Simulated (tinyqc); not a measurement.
# Current crowding under a contact, resistor ladder against the transmission-line model: effects of single changes

A metal contact of length d and width W on a thin layer of the same width. The metal has no resistance, the sheet resistance under it equals Rsh, and current enters the layer at the front edge x = 0.

Parameters, values chosen for the exercise: sheet resistance of the semiconductor layer Rsh = 140 ohm/sq; specific contact resistivity rc = 1.7e-7 ohm cm^2; contact length d = 0.34 um; contact width W = 2.7 um.

Each table varies one quantity; the others keep the values above.

## Effect of the sheet resistance

Transfer length Lt = sqrt(rc/Rsh); front resistance Rc = (Rsh Lt/W) coth(d/Lt); end resistance Re = (Rsh Lt/W)/sinh(d/Lt).

Effect of the sheet resistance:

| Rsh (ohm/sq) | Lt (um) | d/Lt | Rc W (ohm um) | Re W (ohm um) |
|---|---|---|---|---|
| 5.6 | 1.742 | 0.1951 | 50.63 | 49.68 |
| 14 | 1.102 | 0.3085 | 51.58 | 49.22 |
| 36 | 0.6872 | 0.4948 | 54.01 | 48.02 |
| 90 | 0.4346 | 0.7823 | 59.81 | 45.24 |
| 230 | 0.2719 | 1.251 | 73.70 | 39.01 |
| 570 | 0.1727 | 1.969 | 102.4 | 28.04 |
| 1400 | 0.1102 | 3.085 | 154.9 | 14.13 |
| 3600 | 0.06872 | 4.948 | 247.4 | 3.513 |

Read the table: what changes, and by how much?

Rc W rises from 50.6 to 247 ohm um while Re W falls from 49.7 to 3.51 ohm um; for Rsh going to zero both tend to rc/d = 50.0 ohm um. A larger Rsh shortens Lt and crowds the current to the front edge.

## Effect of the contact length

Same model as above.

Result of one run:

| d (um) | d/Lt | Rc W (ohm um) | rc/d (ohm um) | Re/Rc |
|---|---|---|---|---|
| 0.056 | 0.1607 | 306.2 | 303.6 | 0.9872 |

What becomes of these results when the contact length d is changed from 0.056 to 1.1 um, all else the same?

Result of the changed run:

| d (um) | d/Lt | Rc W (ohm um) | rc/d (ohm um) | Re/Rc |
|---|---|---|---|---|
| 1.1 | 3.157 | 48.96 | 15.45 | 0.08498 |

The whole series:

| d (um) | d/Lt | Rc W (ohm um) | rc/d (ohm um) | Re/Rc |
|---|---|---|---|---|
| 0.037 | 0.1062 | 461.2 | 459.5 | 0.9944 |
| 0.056 | 0.1607 | 306.2 | 303.6 | 0.9872 |
| 0.086 | 0.2468 | 201.7 | 197.7 | 0.9703 |
| 0.13 | 0.3731 | 136.8 | 130.8 | 0.9342 |
| 0.2 | 0.5739 | 94.13 | 85.00 | 0.8552 |
| 0.3 | 0.8609 | 70.02 | 56.67 | 0.7173 |
| 0.46 | 1.320 | 56.28 | 36.96 | 0.4987 |
| 0.7 | 2.009 | 50.57 | 24.29 | 0.2636 |
| 1.1 | 3.157 | 48.96 | 15.45 | 0.08498 |
| 1.6 | 4.592 | 48.80 | 10.62 | 0.02027 |

Rc W falls from 461 to 48.8 ohm um, as d^(-0.99) between the first two rows. It levels off at sqrt(rc Rsh) = 48.8 ohm um and, among the rows, is within 5 % of that from d = 0.7 um on (Lt = 0.348 um): metal beyond two transfer lengths lowers Rc by less than 4 %.

Program tinyqc, `OMP_NUM_THREADS=1 python tinyqc.py 2760139 2760140 out.jsonl`; Intel Xeon 2.30GHz, shared host, one thread, about 0.01 s.
